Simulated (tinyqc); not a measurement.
Transistor under a ferroelectric capacitor (negative capacitance), static model: one step of the calculation.

A ferroelectric film of thickness tf lies between the gate and an inner metal at potential v, which drives an ordinary transistor. One domain, P = Q (background permittivity neglected): Vg = v + tf (2 al Q + 4 be Q^3), al = -3 sqrt(3) Ec/(4 Pr), be = 3 sqrt(3) Ec/(8 Pr^3). Gate charge Q(v) = Qi + Cp v with the channel charge Qi = Cox n Vt ln(1 + exp((v - VT)/(n Vt))). Q in uC/cm^2, E in kV/cm; 1 nm times 1 kV/cm is 1e-4 V. Domains, leakage and the switching time are left out.

Question. Inner potential by Newton steps. f = v + tf (2 al Q + 4 be Q^3) - Vg, f' = 1 + C tf (2 al + 12 be Q^2) with C = Cox/(1 + exp(-(v - VT)/(n Vt))) + Cp; v(new) = v - f/f'.

Parameters, values chosen for the exercise; Pr and Ec close to those of hafnium oxide based films: temperature T = 400 K; capacitance of the inner oxide Cox = 2.2 uF/cm^2; overlap capacitance per gate area Cp = 0.8 uF/cm^2; threshold of the inner transistor VT = 0.41 V; subthreshold factor of the inner transistor n = 1.23; ferroelectric thickness tf = 7.9 nm; gate voltage Vg = 0.47 V.

Constants: q = 1.602176634e-19 C, kB = 1.380649e-23 J/K, Vt = kB T/q. Results are converted to the units shown.

v at the start = 0.47 V
al = -121.78482 kV cm/uC
be = 0.23786098 kV cm^5/uC^3

Give: Q; f; f'; v after iteration 1.

Answer.

Q = 0.5283 uC/cm^2
f = -0.1015 V
f' = 0.5071
v after iteration 1 = 0.6702 V

Program tinyqc, `OMP_NUM_THREADS=1 python tinyqc.py 2860115 2860116 out.jsonl`; Intel Xeon 2.30GHz, shared host, one thread, about 0.02 s.
